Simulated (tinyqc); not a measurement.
Convergence with cell size: Koster-Slater impurity in a tight-binding band, by Green functions and by supercells. Computed by tinyqc, a small Python program. Command: `OMP_NUM_THREADS=1 python tinyqc.py 3030837 3030838 out.jsonl kosterslater walk`. One thread of a shared host (Intel(R) Xeon(R) Processor @ 2.30GHz), about 0.03 s of CPU time with the checks.

One orbital per site, e(k) = -2 t sum cos(k_i) over 2 direction(s), band from -4 t to 4 t, lattice constant 1. One site has the extra energy U. Spin is left out.

Inputs (values chosen for the exercise, for a model band): hopping t = 1.8 eV; impurity potential U = -12.1 eV.

Lattice: square.

Method:
- Outside the band G0(E) = (2/(pi E)) K(m), m = 16 t^2/E^2, K the complete elliptic integral with parameter m.
- A bound state solves 1/U = G0(E).
- Bisection in ln(distance from the edge) between 1e-5 t and |U| + t. Weight on the impurity site: -1/(U^2 dG0/dE), by a central difference with step min(1e-4 t, distance/30). Decay length along an axis: 1/arccosh(1 + distance/(2 t)).
- In a periodic cell of N sites along each direction with Bloch vector K, the level solves 1/U = N^-d sum_k 1/(E - e(k)), k_i = (2 pi m_i + K_i)/N, m_i = 0..N-1; the outermost root on the side of U is taken (bisection). d is the number of directions. Gamma means K_i = 0, the zone corner K_i = pi, the quarter point K_i = pi/2.
- Even N; errors against the isolated level E_b, set to 0 below 1e-6 t.

level E_b = -13.1926 eV

decay length = 0.611256 sites

Error of the level (eV):

| N | sites | Gamma | corner | quarter point |
|---|---|---|---|---|
| 2 | 4 | -1.0029e+00 | 1.0926e+00 | 2.8533e-02 |
| 4 | 16 | -2.9370e-02 | 2.8533e-02 | 2.8409e-05 |
| 6 | 36 | -8.8417e-04 | 8.7575e-04 | 0 |
| 8 | 64 | -2.8471e-05 | 2.8409e-05 | 0 |
| 12 | 144 | 0 | 0 | 0 |
| 16 | 256 | 0 | 0 | 0 |

What follows from these numbers?

The error at Gamma falls exponentially, between the last two resolved rows by exp(-1.718) per site against 1/(decay length) = 1.636; the rest is the power-law prefactor of the Green function. Gamma and the corner err in opposite directions. Among the sizes listed an error below 1 meV is first reached at N = 6 at Gamma; at the quarter point N = 4 is enough.

Extremes, crossings and ranges named in words are read from the listed rows.
